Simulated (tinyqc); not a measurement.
Square-lattice Ising model by mean field, Bethe lattice, transfer matrix, exact enumeration and Monte Carlo steps: one step, computed by the program tinyqc. Command: `OMP_NUM_THREADS=1 python tinyqc.py 3002812 3002813 out.jsonl ising walk`. One thread of a shared host (Intel(R) Xeon(R) Processor @ 2.30GHz), about 0.01 s of CPU time with the checks.

H = -J sum over nearest pairs s_i s_j, s = +-1, no field, periodic boundaries; energies per site are in J. As a lattice gas or an alloy, s marks which species holds the site.

Problem. Metropolis steps. h is the sum of the four neighbours. dE = 2 J s h; flip if u < p = min(1, exp(-2 K s h)).

Inputs (values chosen for the exercise, for a model lattice): temperature T = 1930 K.

Monte Carlo rule: Metropolis.

start configuration, 5 x 5, rows and columns numbered from 1:
```
    1  2   3   4   5
1   1  1   1   1   1
2   1  1   1  -1   1
3  -1  1  -1   1   1
4  -1  1   1   1  -1
5   1  1  -1  -1   1
```

Random draws:

| step | row | column | u |
|---|---|---|---|
| 1 | 2 | 4 | 0.0268 |
| 2 | 2 | 5 | 0.7697 |
| 3 | 3 | 1 | 0.2820 |
| 4 | 2 | 2 | 0.9328 |
| 5 | 5 | 2 | 0.5416 |
| 6 | 4 | 4 | 0.5909 |
| 7 | 3 | 2 | 0.1999 |
| 8 | 4 | 3 | 0.1609 |
| 9 | 5 | 2 | 0.1236 |
| 10 | 2 | 2 | 0.1528 |
| 11 | 2 | 1 | 0.5089 |
| 12 | 3 | 3 | 0.9061 |
| 13 | 1 | 3 | 0.7772 |
| 14 | 3 | 1 | 0.7902 |

K = 0.3806041

Give: Steps; configuration after the steps.

Solution.

Steps:

| step | s before | h | p | s after |
|---|---|---|---|---|
| 1 | -1 | 4 | 1.000 | 1 |
| 2 | 1 | 4 | 0.048 | 1 |
| 3 | -1 | 2 | 1.000 | 1 |
| 4 | 1 | 4 | 0.048 | 1 |
| 5 | 1 | 2 | 0.218 | 1 |
| 6 | 1 | 0 | 1.000 | -1 |
| 7 | 1 | 2 | 0.218 | -1 |
| 8 | 1 | -2 | 1.000 | -1 |
| 9 | 1 | 2 | 0.218 | -1 |
| 10 | 1 | 2 | 0.218 | -1 |
| 11 | 1 | 2 | 0.218 | 1 |
| 12 | -1 | 0 | 1.000 | 1 |
| 13 | 1 | 2 | 0.218 | 1 |
| 14 | 1 | 0 | 1.000 | -1 |

configuration after the steps:
```
    1   2   3   4   5
1   1   1   1   1   1
2   1  -1   1   1   1
3  -1  -1   1   1   1
4  -1   1  -1  -1  -1
5   1  -1  -1  -1   1
```

9 of the 14 steps changed a spin; the sum of spins went from 11 to 5.
